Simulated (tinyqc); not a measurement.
From critical stress tau_c back to energy U of the critical stress: thermal and gravitational stress in a wafer during furnace and rapid thermal processing, and the onset of slip. Computed by tinyqc, a small Python program. Command: `OMP_NUM_THREADS=1 python tinyqc.py 3005793 3005794 out.jsonl slip inv`. One thread of a shared host (Intel(R) Xeon(R) Processor @ 2.30GHz), about 0.02 s of CPU time with the checks.

A thin free disc in plane stress, isotropic; T(r) = T_centre + dT (r/R)^n with n = 2. Stress is positive in tension; sigma_SB = 5.670374419e-8 W/(m^2 K^4), g = 9.80665 m/s^2.

Inputs (values chosen for the exercise, for a model wafer): Young's modulus E = 158 GPa; expansion alpha = 4.23 1e-6/K; edge less centre temperature dT = -40 K; temperature T = 1375 K; prefactor A of the critical stress = 0.00016 MPa.

Temperature profile: parabolic.

Constants: k_B = 8.617333262e-05 eV/K.

Method. With x = r/R: s_rr = alpha E dT (1 - x^n)/(n + 2), s_tt = alpha E dT [1 - (n + 1) x^n]/(n + 2). Critical resolved stress tau_c = A exp(U/(k_B T)), a form chosen for the exercise; slip when 0.492799 |s_tt(R)| > tau_c; allowed |dT| = tau_c (n + 2)/(0.492799 n alpha E).

Task: A run gave the result below. Find the energy U of the critical stress, known to lie between 0.72 and 1.4 eV.

critical stress tau_c = 1.259873 MPa

Result:

Each step takes the trial c = (a f_b - b f_a)/(f_b - f_a), f being the result less the target and a, b, c the logarithms of the listed values; c replaces end b, the old b replaces a if the sign of f changed, and otherwise f_a is halved.

Scan of the range:
```
energy U of the critical stress (eV)  critical stress tau_c (MPa)
0.720                                                 6.96837e-02
0.804                                                 1.41585e-01
0.899                                                 3.15659e-01
1.000                                                 7.40309e-01
1.120                                                 2.03821e+00
1.250                                                 6.10571e+00
1.400                                                 2.16536e+01
```

False position (Illinois rule, in the logarithm of the input) inside the bracket:
```
step    end a    end b    trial  critical stress tau_c (MPa)
1     1.00000  1.12000  1.04641                      1.09528
2     1.12000  1.04641  1.05890                      1.21702
3     1.12000  1.05890  1.06481                      1.27925
4     1.05890  1.06481  1.06297                      1.25950
5     1.06481  1.06297  1.06300                      1.25987
6     1.06481  1.06300  1.06300                      1.25988
7     1.06300  1.06300  1.06300                      1.25987
```

Critical stress tau_c rises at every point of a 13-point scan of the range (every second point is shown), so one value fits; it is bracketed by 1.00 and 1.12. Answer: energy U of the critical stress = 1.063 eV.
